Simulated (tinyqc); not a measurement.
# Changing the voltage V

Model: leakage currents through a thin dielectric. Computed by tinyqc, a small Python program. Command: `OMP_NUM_THREADS=1 python tinyqc.py 3025683 3025684 out.jsonl leak sweep`. One thread of a shared host (Intel(R) Xeon(R) Processor @ 2.30GHz), about 0.1 s of CPU time with the checks.

Electrons leave an electrode with Fermi energy E_F above its band bottom; barriers are counted from the Fermi level, and both electrodes are alike.

Inputs (values chosen for the exercise, modelled on SiO2):
```
quantity,value,unit
barrier height phi_B,3.27,eV
tunnelling mass m,0.45,m_0
static permittivity k,3.79,-
optical permittivity k_o,2.06,-
trap depth phi_t,1.5,eV
Poole-Frenkel prefactor sigma_0,0.002,S/cm
thickness t,3.3,nm
electrode Fermi energy E_F,3.1,eV
electrode mass m_e,0.5,m_0
temperature T,398,K
```

Stack: single layer.

Constants: m_0 = 9.1093837015e-31 kg; e = 1.602176634e-19 C; hbar = 1.054571817e-34 J s; k_B = 8.617333262e-05 eV/K; k_B = 1.380649e-23 J/K; eps_0 = 8.8541878128e-12 F/m; h = 6.62607015e-34 J s.

Method:
- Field F = V/t; equivalent oxide thickness 3.9 t/k.
- WKB: a layer of mass m, field F and barrier b(x) = b_0 - e F x gives the exponent (4 sqrt(2 m)/(3 hbar e F)) [b_0^(3/2) - max(b_0 - e F t, 0)^(3/2)] for b_0 > 0; b_0 = barrier - (E - E_F); the transmission is D(E) = exp(-sum of exponents), without image force.
- Tsu-Esaki: J = (e m_e k_B T/(2 pi^2 hbar^3)) int D(E) ln[(1 + exp((E_F - E)/k_B T))/(1 + exp((E_F - eV - E)/k_B T))] dE over the normal energy E (its change with the mass at an interface is neglected) from max(0, E_F - 3 eV) to E_F + largest barrier, by 100 Gauss-Legendre points in each part, split at E_F - 0.3 eV (if inside the range) and E_F + 8 k_B T.
- The mean energy weights E - E_F by the integrand.
- Schottky emission J = A T^2 exp(-(phi_B - sqrt(e^3 F/(4 pi k_o eps_0)))/k_B T), A = 4 pi e m k_B^2/h^3 with the tunnelling mass; Poole-Frenkel J = sigma_0 F exp(-(phi_t - sqrt(e^3 F/(pi k_o eps_0)))/k_B T); both use the field F of the dielectric.

One run for each value:
```
voltage V (V),tunnel current density (A/cm^2),Poole-Frenkel current density (A/cm^2),transmission D(E_F)
0.074,1.636e-10,6.735e-14,1.940e-18
0.110,2.459e-10,4.961e-13,2.174e-18
0.150,3.410e-10,3.011e-12,2.469e-18
0.220,5.216e-10,3.962e-11,3.088e-18
0.310,7.929e-10,5.881e-10,4.128e-18
0.450,1.356e-09,1.822e-08,6.520e-18
0.650,2.687e-09,9.966e-07,1.269e-17
0.930,6.817e-09,9.939e-05,3.316e-17
1.300,2.409e-08,1.556e-02,1.249e-16
```

Describe and explain the trends.

Over the rows, tunnel current density (A/cm^2) rises from 1.64e-10 to 2.41e-8 (exponent d ln y / d ln x 1.0 between the first rows and 3.8 between the last); Poole-Frenkel current density (A/cm^2) rises from 6.74e-14 to 0.0156 (exponent d ln y / d ln x 5.0 between the first rows and 15 between the last); transmission D(E_F) rises from 1.94e-18 to 1.25e-16 (exponent d ln y / d ln x 0.29 between the first rows and 4.0 between the last). At the low end the exponent of tunnel current density is 1.03, close to 1: ohmic direct tunnelling at low bias.

Extremes, crossings and ranges named in words are read from the listed rows.
